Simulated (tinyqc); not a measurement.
Admittance spectroscopy of a deep trap: one step of the calculation.

Schottky contact on an n-type layer with shallow donors Nd (all ionised) and a donor-like deep trap, neutral when filled and positive when empty; depletion approximation. Traps within lam of the depletion edge stay filled. The traps at xt = W - lam, where the level crosses the Fermi level, follow a slow signal and not a fast one. w = 2 pi f.

Task. Widths and limiting capacitances. lam = sqrt(2 eps0 eps_r (EF - ET)/(q Nd)), EF - ET = Et - (kB T/q) ln(Nc(T)/Nd), Nc(T) = Nc (T/300 K)^1.5. In the steady state at the band bending V, 2 eps0 eps_r V/q = Nd W^2 + Nt (W - lam)^2 (the second term only if W > lam). V = Vbi + Vr. C_HF = eps0 eps_r/W, C_LF = eps0 eps_r (Nd + Nt)/(Nd W + Nt xt).

Parameters, values chosen for the exercise; material values close to those of silicon:
- eps_r = 11.6 (relative permittivity)
- Nc = 2.76e19 cm^-3 (conduction-band density of states at 300 K)
- Nd = 6.9e16 cm^-3 (shallow donor density)
- Vbi = 0.74 V (built-in voltage)
- Et = 0.43 eV (depth of the trap below the conduction edge)
- Nt = 2.1e16 cm^-3 (trap density)
- Vr = 1.5 V (reverse bias)
- T = 312 K (temperature)

Constants: q = 1.602176634e-19 C, kB = 1.380649e-23 J/K, eps0 = 8.8541878128e-14 F/cm where lengths are in cm. Results are converted to the units shown.

Give: lam; W; xt; C_HF; C_LF.

Result.

lam = 70.480 nm
W = 192.58 nm
xt = 122.10 nm
C_HF = 53.334 nF/cm^2
C_LF = 58.314 nF/cm^2

The step is 9.34 % of C_HF.

Numbers from tinyqc (`OMP_NUM_THREADS=1 python tinyqc.py 2050054 2050055 out.jsonl`; about 0.01 s on one thread of a shared Intel Xeon 2.30GHz).
